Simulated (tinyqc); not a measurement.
## Interface states from two metals

Question. Schottky barriers follow phi = S (pM - chi) + (1 - S) E0, S = 1/(1 + q Ds dl/(eps0 ei)). Find S, E0 and Ds.

Values chosen for this exercise; material values close to those of silicon:
- chi = 3.99 eV (electron affinity)
- dl = 0.33 nm (thickness of the interface layer)
- ei = 3 (its relative permittivity)

Constants: q = 1.602176634e-19 C, eps0 = 8.8541878128e-14 F/cm where lengths are in cm. Results are converted to the units shown.

phi for pM = 4.19 and 5.11 eV (eV): 0.41668623  1.0477713

Answer. The slope is S, and either point then gives E0.

S = 0.6860
E0 = 0.8900 eV
Ds = 2.300e13 cm^-2 eV^-1

Computed by the program tinyqc: `OMP_NUM_THREADS=1 python tinyqc.py 2430061 2430062 out.jsonl`, one thread of a shared Intel Xeon 2.30GHz, about 0.01 s for the whole run.
